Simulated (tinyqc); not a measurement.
Sp3 tight binding, zinc-blende lattice, step by step. Computed by tinyqc, a small Python program that keeps every step. Command: `OMP_NUM_THREADS=1 python tinyqc.py 27161 27162 out.jsonl` (the two numbers bound the seeds that draw the settings). One thread of a shared host (Intel(R) Xeon(R) Processor @ 2.60GHz), about 0.01 s of CPU time with the checks.

## Bloch Hamiltonian at k

Parameters chosen for this model: zinc-blende lattice, anion at 0, cation at a/4 (1,1,1); V = eta hbar^2 / (m d^2), hbar^2/m = 7.619964 eV angstrom^2:
```
parameter          value      unit
a               4.260000  angstrom
d               1.844634  angstrom
Es anion      -20.530000        eV
Ep anion       -8.420000        eV
Es cation     -11.380000        eV
Ep cation      -3.640000        eV
eta ss         -1.320000
eta sp          1.420000
eta pp sigma    2.220000
eta pp pi      -0.630000
V ss           -2.956013        eV
V sp            3.179954        eV
V pp sigma      4.971477        eV
V pp pi        -1.410825        eV
```

k point k (2 pi / a): [-0.340000, -0.540000, 0.330000]

Slater-Koster rules over the four bonds with direction cosines (l, m, n): ss V_ss; s-px l V_sp; px-s -l V_sp; px-px l^2 V_pps + (1 - l^2) V_ppp; px-py l m (V_pps - V_ppp); each times exp(i k.d).

H(k) at k (eV), order a s, a px, a py, a pz, c s, c px, c py, c pz:
$$\begin{pmatrix}
-20.530000 & 0.000000 & 0.000000 & 0.000000 & -5.846302+2.236931i & 2.349233-2.147411i & 1.224862-4.118645i & -2.435760+2.071128i \\
0.000000 & -8.420000 & 0.000000 & 0.000000 & -2.349233+2.147411i & 1.417285-0.542286i & -2.822476+2.399953i & 1.419328-4.772547i \\
0.000000 & 0.000000 & -8.420000 & 0.000000 & -1.224862+4.118645i & -2.822476+2.399953i & 1.417285-0.542286i & 2.722213-2.488348i \\
0.000000 & 0.000000 & 0.000000 & -8.420000 & 2.435760-2.071128i & 1.419328-4.772547i & 2.722213-2.488348i & 1.417285-0.542286i \\
-5.846302-2.236931i & -2.349233-2.147411i & -1.224862-4.118645i & 2.435760+2.071128i & -11.380000 & 0.000000 & 0.000000 & 0.000000 \\
2.349233+2.147411i & 1.417285+0.542286i & -2.822476-2.399953i & 1.419328+4.772547i & 0.000000 & -3.640000 & 0.000000 & 0.000000 \\
1.224862+4.118645i & -2.822476-2.399953i & 1.417285+0.542286i & 2.722213+2.488348i & 0.000000 & 0.000000 & -3.640000 & 0.000000 \\
-2.435760-2.071128i & 1.419328+4.772547i & 2.722213+2.488348i & 1.417285+0.542286i & 0.000000 & 0.000000 & 0.000000 & -3.640000
\end{pmatrix}$$

## Levels at k

Diagonalise the Hermitian matrix.

eigenvalues (eV): [-25.313872, -16.930827, -12.515444, -12.349674, -3.861708, -0.316026, 0.451762, 2.745790]

weights |c|^2 of the basis functions, order a s, a px, a py, a pz, c s, c px, c py, c pz:
$$\begin{pmatrix}
0.749725 & 0.051776 & 0.000309 & 0.011375 & 0.152149 & 0.012473 & 0.000017 & 0.022176 \\
0.001721 & 0.162232 & 0.290988 & 0.176605 & 0.051985 & 0.035504 & 0.159688 & 0.121276 \\
0.007464 & 0.166443 & 0.006652 & 0.413334 & 0.111412 & 0.197318 & 0.000005 & 0.097371 \\
0.001578 & 0.162114 & 0.386067 & 0.079077 & 0.056942 & 0.036640 & 0.155920 & 0.121663 \\
0.183815 & 0.269899 & 0.000890 & 0.032005 & 0.475396 & 0.006330 & 0.000015 & 0.031650 \\
0.013833 & 0.069057 & 0.139740 & 0.073927 & 0.045272 & 0.097732 & 0.345206 & 0.215234 \\
0.028174 & 0.048013 & 0.002914 & 0.175972 & 0.057777 & 0.512068 & 0.000010 & 0.175071 \\
0.013690 & 0.070466 & 0.172439 & 0.037705 & 0.049067 & 0.101935 & 0.339140 & 0.215558
\end{pmatrix}$$

## Bloch Hamiltonian at L

k point L (2 pi / a): [0.500000, 0.500000, 0.500000]

As before.

H(k) at L (eV), order a s, a px, a py, a pz, c s, c px, c py, c pz:
$$\begin{pmatrix}
-20.530000 & 0.000000 & 0.000000 & 0.000000 & -4.180434+4.180434i & -2.596421+2.596421i & -2.596421+2.596421i & -2.596421+2.596421i \\
0.000000 & -8.420000 & 0.000000 & 0.000000 & 2.596421-2.596421i & 1.013439-1.013439i & -3.008646+3.008646i & -3.008646+3.008646i \\
0.000000 & 0.000000 & -8.420000 & 0.000000 & 2.596421-2.596421i & -3.008646+3.008646i & 1.013439-1.013439i & -3.008646+3.008646i \\
0.000000 & 0.000000 & 0.000000 & -8.420000 & 2.596421-2.596421i & -3.008646+3.008646i & -3.008646+3.008646i & 1.013439-1.013439i \\
-4.180434-4.180434i & 2.596421+2.596421i & 2.596421+2.596421i & 2.596421+2.596421i & -11.380000 & 0.000000 & 0.000000 & 0.000000 \\
-2.596421-2.596421i & 1.013439+1.013439i & -3.008646-3.008646i & -3.008646-3.008646i & 0.000000 & -3.640000 & 0.000000 & 0.000000 \\
-2.596421-2.596421i & -3.008646-3.008646i & 1.013439+1.013439i & -3.008646-3.008646i & 0.000000 & 0.000000 & -3.640000 & 0.000000 \\
-2.596421-2.596421i & -3.008646-3.008646i & -3.008646-3.008646i & 1.013439+1.013439i & 0.000000 & 0.000000 & 0.000000 & -3.640000
\end{pmatrix}$$

## Levels at L

As before.

eigenvalues (eV): [-25.021502, -17.704681, -12.199799, -12.199799, -4.274199, 0.139799, 0.139799, 3.030382]

## Bands along a path

The same steps at evenly spaced points between the labelled ones.

Bands along the path (eV):
```
k             band 1      band 2      band 3      band 4     band 5     band 6     band 7     band 8
L         -25.021502  -17.704681  -12.199799  -12.199799  -4.274199   0.139799   0.139799   3.030382
L-G 0.33  -26.241451  -15.790559  -11.689678  -11.689678  -3.985554  -0.370322  -0.370322   2.047564
L-G 0.67  -27.950160  -12.120213  -10.498000  -10.498000  -3.435881  -1.562000  -1.562000  -0.463746
G         -28.633283   -9.762099   -9.762099   -9.762099  -3.276717  -2.297901  -2.297901  -2.297901
G-X 0.33  -27.713085  -11.505248  -11.505248  -11.430482  -3.038251  -1.788182  -0.554752  -0.554752
G-X 0.67  -25.287469  -14.945133  -13.908954  -13.908954  -2.623742  -1.113656   1.848954   1.848954
X         -23.276481  -17.391437  -14.868987  -14.868987  -2.408563  -0.893519   2.808987   2.808987
X-W 0.33  -23.276481  -17.391437  -14.868987  -14.868987  -2.408563  -0.893519   2.808987   2.808987
X-W 0.67  -23.276481  -17.391437  -14.868987  -14.868987  -2.408563  -0.893519   2.808987   2.808987
W         -23.276481  -17.391437  -14.868987  -14.868987  -2.408563  -0.893519   2.808987   2.808987
```

With 4 band(s) filled, the highest filled level on these points lies at G and the lowest empty one at L: a gap of 5.4879 eV, indirect.
